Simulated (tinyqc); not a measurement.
Resistance of a source-drain extension with a graded tip: two steps of the calculation.

y runs along the channel, the gate covers y > 0. The doping is N0 for y < y0 and N0 10^(-(y - y0)/la) beyond, uniform over the depth xj. Sheet conductance s(y) = q mu(N) max(N - Nch, 0) xj + (for y > 0) ma Cox Vo, with mu(N) = u0 + (u1 - u0)/(1 + (N/Nr)^au) and Cox = eps0 eox/tox. Current is taken as one-dimensional; depletion of the tip, spreading and the contact are left out. The metallurgical junction lies at yj, where N = Nch.

Parameters, values chosen for the exercise; mobility law close to that of electrons in silicon:
- eox = 3.9 (relative permittivity of the gate insulator (close to silicon dioxide))
- tox = 2.2 nm (insulator thickness)
- N0 = 1.4e20 cm^-3 (active doping of the extension far from the gate)
- la = 7 nm/decade (lateral abruptness)
- y0 = 3.1 nm (position under the gate where the fall begins (gate edge at 0))
- xj = 15 nm (depth of the extension)
- Nch = 1e18 cm^-3 (channel doping)
- Vo = 0.68 V (gate overdrive)
- ma = 85 cm^2/(V s) (mobility of the gate-induced layer)
- u1 = 1414 cm^2/(V s) (mobility at low doping)
- u0 = 68.5 cm^2/(V s) (mobility at high doping)
- Nr = 9.2e16 cm^-3 (reference doping)
- au = 0.711 (exponent)
- Lg = 90 nm (gate length)

Constants: q = 1.602176634e-19 C, eps0 = 8.8541878128e-14 F/cm where lengths are in cm. Results are converted to the units shown.

Question 1. Sheet resistances and junction position. yj = y0 + la log10(N0/Nch); sheet resistance of the full extension 1/[q mu(N0)(N0 - Nch) xj] and of the gate-induced layer 1/(ma Cox Vo); metallurgical length Lg - 2 yj; ye is where the doped and the gate-induced conductances are equal.

Find: yj; sheet resistance of the extension; sheet resistance of the induced layer; metallurgical length; ye; N at ye.

Answer 1.

yj = 18.12 nm
sheet resistance of the extension = 394.9 ohm/square
sheet resistance of the induced layer = 1.102e4 ohm/square
metallurgical length = 53.75 nm
ye = 14.53 nm
N at ye = 3.258e18 cm^-3

The gate takes over 3.59 nm before the junction, where N is still 3.26 times the channel doping.

Question 2. Resistance of the overlapped part. Midpoint rule on 9 equal steps from 0 to yj: R_ov = sum h/s(y), per width.

Give: y; N; doped conductance; sheet resistance; R_ov.

Answer 2.

```
point  y (nm)  N (cm^-3)  doped conductance (uS)  sheet resistance (ohm/square)
0      1.0068  1.4000e20                  2532.4                         381.22
1      3.0205  1.4000e20                  2532.4                         381.22
2      5.0341  7.4101e19                  1404.6                         668.73
3      7.0478  3.8208e19                  775.74                         1154.1
4      9.0614  1.9701e19                  438.17                         1890.7
5      11.075  1.0158e19                  251.66                         2920.7
6      13.089  5.2380e18                  143.03                         4277.9
7      15.102  2.7008e18                  73.624                         6084.7
8      17.116  1.3926e18                  22.529                         8829.9
```

R_ov = 53.542 ohm um

Computed by the program tinyqc: `OMP_NUM_THREADS=1 python tinyqc.py 2282116 2282117 out.jsonl`, one thread of a shared Intel Xeon 2.30GHz, about 0.04 s for the whole run.
